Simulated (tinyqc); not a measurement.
Opening the gap, as alloying or pressure does: deep trap from a strong local potential in a two-band host (Koster-Slater model with semi-elliptic bands). Computed by tinyqc, a small Python program. Command: `OMP_NUM_THREADS=1 python tinyqc.py 3011070 3011071 out.jsonl deeptrap walk`. One thread of a shared host (Intel(R) Xeon(R) Processor @ 2.30GHz), about 0.03 s of CPU time with the checks.

The valence band spans -2 W_v to 0 and the conduction band E_g to E_g + 2 W_c. The orbital at the impurity site has weight f_v in the valence band and 1 - f_v in the conduction band, each spread as a semi-ellipse (2/(pi W^2)) sqrt(W^2 - x^2) about the band centre. The impurity adds U to this orbital. Spin is left out.

Inputs (values chosen for the exercise, with a gap close to that of CdTe):
```
quantity                                value  unit
gap E_g                                  1.56    eV
half-width of the valence band W_v        2.6    eV
half-width of the conduction band W_c     4.2    eV
valence weight f_v of the site orbital   0.45     -
impurity potential U                     27.2    eV
```

Impurity: repulsive, acceptor-like.

Method:
- In the gap G(E) = f_v (2/W_v^2)[x - sqrt(x^2 - W_v^2)] - (1 - f_v)(2/W_c^2)[y - sqrt(y^2 - W_c^2)], x = E + W_v, y = E_g + W_c - E.
- The trap level solves G(E) = 1/U (bisection). With D = -dG/dE = D_v + D_c, D_v = f_v (2/W_v^2)[x/sqrt(x^2 - W_v^2) - 1] and D_c = (1 - f_v)(2/W_c^2)[y/sqrt(y^2 - W_c^2) - 1], the weight on the impurity orbital is 1/(U^2 D) and the conduction-band character is D_c/D.
- The conduction band is shifted rigidly; widths, weights and U stay.

Against the gap:
```
E_g (eV)  E_t (eV)  depth below E_c (eV)  conduction character
0.78       0.36381                0.4162               0.37874
1.01       0.44932                0.5607               0.36548
1.25       0.53570                0.7143               0.35476
1.40       0.58848                0.8115               0.34905
1.56       0.64388                0.9161               0.34357
1.79       0.72207                1.0679               0.33649
2.03       0.80202                1.2280               0.32986
2.50       0.95429                1.5457               0.31841
```

What does the comparison show, and why?

As the conduction band moves up by 1.720 eV the level follows by 0.590 eV, a mean slope of 0.34; the local slope is the conduction character. A shallow donor would follow with slope 1 and a shallow acceptor with slope 0.
